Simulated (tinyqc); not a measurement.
Swing curve: thickness of the top film: thin-film optics by transfer matrices.

Indices N = n + i k. Snell: N0 sin(theta) = N_j sin(theta_j), with Im(N_j cos theta_j) >= 0. Admittance y_j = N_j cos theta_j for s and N_j/cos theta_j for p. Phase delta_j = 2 pi N_j cos theta_j d_j/lambda. Layer matrix [[cos delta, -i sin delta/y], [-i y sin delta, cos delta]], multiplied from the top down to M. (B, C) = M (1, y_sub); r = (y0 B - C)/(y0 B + C), R = |r|^2, T = 4 Re y0 Re y_sub/|y0 B + C|^2, absorbed in the films 1 - R - T.

Parameters, chosen for this exercise (indices near those of resist, SiO2 on Si; shifted at random, so the results belong to these values and not to a real crystal):
- lam = 193 nm (vacuum wavelength)
- n0 = 1 (ambient index)
- n = (1.7, 1.554, 0.89) (n of resist, SiO2, substrate)
- k = (0.019, 0, 2.903) (k in the same order)
- d = (257, 2.5) nm (thicknesses, top first)
- theta = 75 degrees (angle of incidence)
- pol = s (polarisation)

The first entry of d takes the values listed.

Stack:
```
d_1 (nm)       R       T  absorbed
257.0     0.7839  0.0666    0.1495
268.5     0.7986  0.0616    0.1398
280.0     0.7054  0.0888    0.2058
291.5     0.3416  0.1907    0.4678
303.0     0.1572  0.2314    0.6114
314.5     0.6021  0.1046    0.2932
326.0     0.7552  0.0631    0.1818
337.5     0.7708  0.0586    0.1706
349.0     0.6724  0.0825    0.2450
360.5     0.3284  0.1634    0.5082
372.0     0.1766  0.1912    0.6322
383.5     0.5737  0.0953    0.3310
395.0     0.7287  0.0595    0.2118
```

What can be read from this table?

R swings between 0.1572 and 0.7986 on these points. The period is lambda/(2 Re(N_1 cos theta_1)) = 69.0 nm, six rows. The swing shrinks from 0.6413 in the first period to 0.5942 in the second, as the film absorbs the wave that returns from below. The swing ratio (max - min)/mean is 1.13.

Computed by tinyqc, a small Python program: `OMP_NUM_THREADS=1 python tinyqc.py 1682167 1682168 out.jsonl` (the numbers bound the seed that draws the inputs); one thread of a shared host (Intel(R) Xeon(R) Processor @ 2.30GHz), about 0.01 s for the whole set of steps.
